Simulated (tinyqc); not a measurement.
# Six-transistor SRAM cell, nodal equations and margins: effects of single changes

Two cross-coupled inverters (pull-down bn, pull-up bp) hold the nodes Q and QB; access transistors (ba, threshold VTn, gate on the word line at Vdd when selected) join them to the bit lines. Transistor (EKV form, voltages against the body): I = 2 n b Vt^2 [F(vp - Vs) - F(vp - Vd)] from drain to source, F(v) = ln^2(1 + exp(v/(2 Vt))), vp = (Vg - VT + sg |Vd - Vs|)/n. n-channel bodies are at 0; for the p-channel device all voltages are counted down from Vdd. b in uA/V^2 gives I in uA. For an access transistor the bit line is the drain and the node the source. In a read both bit lines are at Vdd. The cell is symmetric (no mismatch).

Values chosen for this exercise: temperature T = 300 K; supply voltage Vdd = 0.6 V; slope factor n = 1.12; drain-induced barrier lowering sg = 0.09; n-channel threshold VTn = 0.3 V; p-channel threshold (magnitude) VTp = 0.33 V; gain factor of the pull-down transistor bn = 270 uA/V^2; gain factor of the access transistor ba = 110 uA/V^2; gain factor of the pull-up transistor bp = 130 uA/V^2.

Constants: q = 1.602176634e-19 C, kB = 1.380649e-23 J/K, Vt = kB T/q. Results are converted to the units shown.

Each table varies one quantity; the others keep the values above.

## Effect of the gain factor of the pull-down transistor

f(x) is the node voltage of one half-cell for input x: In = Ip in hold, In = Ip + Ia in a read. Static noise margin: side of the largest square between the curve (x, f(x)) and its mirror image (f(y), y); with h(c) the root x of f(x) - x = c, it is the maximum over c > 0 of h(c) - h(-c) + c. Q is the low node in a read and Iread the current of its access transistor. The write trip is the voltage to which the bit line of the high node must fall (the other staying at Vdd) for that state to vanish; higher is easier, and a negative value means that a grounded bit line does not write.

Results:
```
bn (uA/V^2)  hold margin (mV)  read margin (mV)  Q in a read (mV)  Iread (uA)  write trip (mV)
170                     232.5             114.4             76.04       3.387            142.7
220                     230.6             121.1             63.97       3.770            130.9
390                     225.2             135.3             41.72       4.533            106.0
510                     222.2             141.4             33.53       4.832            95.31
680                     218.6             147.2             26.25       5.106            84.66
```

Estimate the missing row, bn = 290 uA/V^2.

Computed row:
```
bn (uA/V^2)  hold margin (mV)  read margin (mV)  Q in a read (mV)  Iread (uA)  write trip (mV)
290                     228.2             128.2             52.42       4.157            118.6
```

With this row back in the table: As bn goes from 170 to 680 uA/V^2, the read margin rises from 114 to 147 mV, the write trip falls from 143 to 84.7 mV and Iread rises from 3.39 to 5.11 uA. The read margin is 0.49 of the hold margin in the first row and 0.67 in the last. Read stability and write ability pull in opposite directions.

## Effect of the n-channel threshold

Same model as above.

Results:
```
VTn (V)  hold margin (mV)  read margin (mV)  Q in a read (mV)  Iread (uA)  write trip (mV)
0.2                 190.5             85.98             68.43       6.770            206.8
0.26                215.4             112.6             60.43       5.063            154.6
0.38                239.5             144.7             45.46       2.383            59.31
0.44                227.8             156.5             38.97       1.419            14.75
0.5                 205.8             169.1             33.88      0.7154           -29.75
```

Estimate the missing row, VTn = 0.32 V.

Computed row:
```
VTn (V)  hold margin (mV)  read margin (mV)  Q in a read (mV)  Iread (uA)  write trip (mV)
0.32                234.0             131.9             52.74       3.599            105.7
```

With this row back in the table: As VTn goes from 0.2 to 0.5 V, the read margin rises from 86.0 to 169 mV, the write trip falls from 207 to -29.7 mV and Iread falls from 6.77 to 0.715 uA. The read margin is 0.45 of the hold margin in the first row and 0.82 in the last. Read stability and write ability pull in opposite directions. At VTn = 0.2 V the read margin is under 100 mV, which threshold mismatch, left out here, can use up in a large array. At VTn = 0.5 V the write trip is negative: the cell cannot be written without assist.

tinyqc, about 0.1 s, one thread, Intel Xeon 2.30GHz (shared host): `OMP_NUM_THREADS=1 python tinyqc.py 2340063 2340064 out.jsonl`
